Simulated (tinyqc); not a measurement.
# Changing the thickness t_F

Model: switching kinetics of a ferroelectric film and the memory window of a ferroelectric gate stack. Computed by tinyqc, a small Python program. Command: `OMP_NUM_THREADS=1 python tinyqc.py 3023392 3023393 out.jsonl feswitch sweep`. One thread of a shared host (Intel(R) Xeon(R) Processor @ 2.30GHz), about 0.03 s of CPU time with the checks.

Fields in MV/cm; 1 microcoulomb/cm^2 over eps_0 is 11.29409 MV/cm. In the stack (metal, ferroelectric, interlayer, channel) the channel is taken as a conductor.

Inputs (values chosen for the exercise, for a model hafnia-based film):
```
quantity                                   value               unit
saturation polarisation P_s                   27  microcoulomb/cm^2
ratio P_r/P_s                               0.89                  -
coercive field E_c                          0.89              MV/cm
permittivity of the ferroelectric eps_F       40                  -
permittivity of the interlayer eps_I         3.9                  -
interlayer thickness t_I                     1.4                 nm
share s of P screened by trapped charge     0.92                  -
pulse height V                               4.6                  V
time constant t_inf                      1.7e-11                  s
activation field E_a                         6.8              MV/cm
Merz exponent alpha                            1                  -
dimension n                                    2                  -
half width w of log10 t                     0.67                  -
pulse length t_p                         0.00074                  s
breakdown field of the interlayer             12              MV/cm
```

Kinetics: nucleation-limited (NLS).

Method:
- Saturated branches: P(E) = P_s tanh[(E -/+ E_c)/(2 delta)], delta = E_c/ln[(1 + P_r/P_s)/(1 - P_r/P_s)]; D = P + eps_0 eps_F E.
- At threshold the channel charge is negligible, so D = 0 on each branch: (1 - s) P(E) + eps_0 eps_F E = 0, with the screened share s. The rising branch has the root E0 between 0 and E_c; window = 2 E0 t_F; its upper bound is 2 E_c t_F.
- Series stack: V = E_F t_F + E_I t_I and eps_I E_I = eps_F E_F + (1 - s) P/eps_0. Before switching P = -P_r, after it P = +P_s; in retention V = 0 and P = +P_r.
- Merz's law: t1 = t_inf exp[(E_a/E)^alpha] at the mean of the fields before and after switching. NLS: switched share = integral of [1 - exp(-(t/tau)^n)] F(z) dz over z = log10 tau, with the Lorentzian F = (1/pi) w/[(z - log10 t1)^2 + w^2].

One run for each value:
```
thickness t_F (nm)  memory window (V)  depolarising field over E_c  E_F after switching (MV/cm)  switching time t1 (s)
4.0                            0.3195                      0.47700                       2.0286             2.6398e-10
7.7                            0.6151                      0.39699                       1.6883             4.5880e-10
11.0                           0.8787                      0.34533                       1.4686             7.5114e-10
15.0                           1.1982                      0.29828                       1.2685             1.3653e-09
19.0                           1.5177                      0.26252                       1.1164             2.4818e-09
23.0                           1.8373                      0.23441                       0.9969             4.5110e-09
26.0                           2.0769                      0.21698                       0.9228             7.0618e-09
30.0                           2.3964                      0.19742                       0.8396             1.2836e-08
```

What does the table show, and why?

Over the rows, memory window (V) rises from 0.320 to 2.40 (exponent d ln y / d ln x about 1.0 throughout); depolarising field over E_c falls from 0.477 to 0.197 (exponent d ln y / d ln x -0.28 between the first rows and -0.66 between the last); E_F after switching (MV/cm) falls from 2.03 to 0.840 (exponent d ln y / d ln x -0.28 between the first rows and -0.66 between the last). The exponent of memory window stays at 1: the window is a field times the thickness.

Caution (all rows): the interlayer field exceeds its breakdown field, so charge injection would change the fields. Caution (rows 30.0): E_F after switching lies below E_c, so switching stalls before P_s and that state is not reached.
